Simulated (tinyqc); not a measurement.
p-n diode, drift-diffusion by the Gummel loop with Scharfetter-Gummel fluxes: two steps of the calculation.

Abrupt junction at x = 0, p side from -Lp, n side to Ln, ohmic contacts. psi is counted from the intrinsic level; n = ni exp((psi - phin)/Vt), p = ni exp((phip - psi)/Vt). Contacts: p side psi = V - Vt ln(Na/ni), p = Na, n = ni^2/Na; n side psi = Vt ln(Nd/ni), n = Nd, p = ni^2/Nd. Constant mobilities, D = mu Vt, Boltzmann statistics, SRH recombination through a mid-gap level, U = (n p - ni^2)/(tp (n + ni) + tn (p + ni)). Current is positive from the p contact to the n contact.

Inputs (values chosen for the exercise); band and dielectric values close to those of germanium:
- T = 300 K (temperature)
- Na = 1.4e17 cm^-3 (acceptor density of the p side)
- Nd = 9.3e16 cm^-3 (donor density of the n side)
- mun = 2100 cm^2/(V s) (electron mobility)
- mup = 1100 cm^2/(V s) (hole mobility)
- tn = 3e-10 s (SRH lifetime of electrons)
- tp = 4e-10 s (SRH lifetime of holes)
- G = 0 cm^-3 s^-1 (uniform generation rate)

Constants: q = 1.602176634e-19 C, kB = 1.380649e-23 J/K, Vt = kB T/q. Results are converted to the units shown.

Task 1. Hole continuity. With psi and the new n held, F_i = (mup Vt/h_i) [p_(i+1) B(-d_i) - p_i B(d_i)], d_i = (psi_(i+1) - psi_i)/Vt, B(d) = d/(exp(d) - 1); solve F_i - F_(i-1) = w_i [(n_i p_i - ni^2)/den_i - G] for the new p, with den = tp (n + ni) + tn (p + ni) taken at the new n and the old p, h_i = x_(i+1) - x_i, w_i = (h_(i-1) + h_i)/2; phip = psi + Vt ln(p/ni).

```
node  x (nm)      psi (V)  new n (cm^-3)  p after Poisson (cm^-3)
0      -2200  -0.06530292    3.7694945e9                   1.4e17
1      -1220  -0.06530326   5.7416690e11             1.4000184e17
2       -664  -0.06530326   1.0472698e12             1.4000184e17
3       -350  -0.06530321   1.4019349e12             1.4000159e17
4       -173  -0.06529078   1.6398764e12             1.3993426e17
5      -72.6  -0.06420593   1.8618531e12             1.3418359e17
6        -16  -0.03398772   6.1607740e12             4.1692306e16
7         16   0.14271153   5.7361967e15             4.4837262e13
8         69   0.21014049   7.7872565e16             3.3028005e12
9        157   0.21462424   9.2620980e16             2.7768900e12
10       302   0.21472821   9.2994634e16             2.7657447e12
11       542   0.21472911   9.2998603e16             2.7656488e12
12       941   0.21472911   9.3000010e16             2.7656486e12
13      1600   0.21472834         9.3e16              5.6745079e9
```

ni = 2.2972358e13 cm^-3

Find: new p; phip after round 1.

Result 1.

```
node  new p (cm^-3)  phip after round 1 (V)
0         1.4000e17                 0.16000
1         1.4000e17                 0.16000
2         1.3999e17                 0.16000
3         1.3999e17                 0.16000
4         1.3992e17                 0.16000
5         1.3417e17                 0.16000
6         4.1688e16                 0.16000
7         4.4811e13                 0.15998
8         3.2441e12                 0.15954
9         2.5002e12                 0.15729
10        2.1200e12                 0.15313
11        1.5917e12                 0.14572
12        8.9126e11                 0.13073
13         5.6745e9                 0.00000
```

Task 2. Recombination and current. U_i as defined. J = Jn at the p contact + Jp at the n contact + q sum w_i U_i - q G sum w_i over the inner nodes, which avoids differences of large majority fluxes: Jn = (q mun Vt/h_0)[n_1 B(d_0) - n_0 B(-d_0)], Jp = (q mup Vt/h_last)[p_(N-1) B(d_last) - p_N B(-d_last)], d_i = (psi_(i+1) - psi_i)/Vt, B(d) = d/(exp(d) - 1), w_i = (h_(i-1) + h_i)/2.

```
node  x (nm)  converged psi (V)  converged n (cm^-3)  converged p (cm^-3)
0      -2200        -0.06530292          3.7694945e9               1.4e17
1      -1220        -0.06530427         5.7413066e11         1.4000057e17
2       -664        -0.06530501         1.0471885e12         1.4000105e17
3       -350        -0.06530536         1.4018160e12         1.4000115e17
4       -173        -0.06529315         1.6397310e12         1.3993406e17
5      -72.6        -0.06420841         1.8616851e12         1.3418344e17
6        -16        -0.03398979         6.1603209e12         4.1691423e16
7         16         0.14271112         5.7361417e15         4.4811634e13
8         69         0.21014173         7.7876787e16         3.2439652e12
9        157         0.21462548         9.2625982e16         2.5000981e12
10       302         0.21472923         9.2998885e16         2.1198631e12
11       542         0.21472978         9.3001582e16         1.5916441e12
12       941         0.21472923         9.3000891e16         8.9123553e11
13      1600         0.21472834               9.3e16          5.6745079e9
```

ni = 2.2972358e13 cm^-3

Find: U; Jn at the p contact; Jp at the n contact; recombination; generation; J.

Result 2.

U, node 0 to 13 (cm^-3 s^-1): 0  1.900e21  3.477e21  4.658e21  5.451e21  6.190e21  2.046e22  1.104e23  8.089e21  6.233e21  5.283e21  3.963e21  2.213e21  0
Jn at the p contact = 0.05062 A/cm^2
Jp at the n contact = 0.06123 A/cm^2
recombination = 0.2516 A/cm^2
generation = 0 A/cm^2
J = 0.3635 A/cm^2

Program tinyqc, `OMP_NUM_THREADS=1 python tinyqc.py 2240031 2240032 out.jsonl`; Intel Xeon 2.30GHz, shared host, one thread, about 0.2 s.
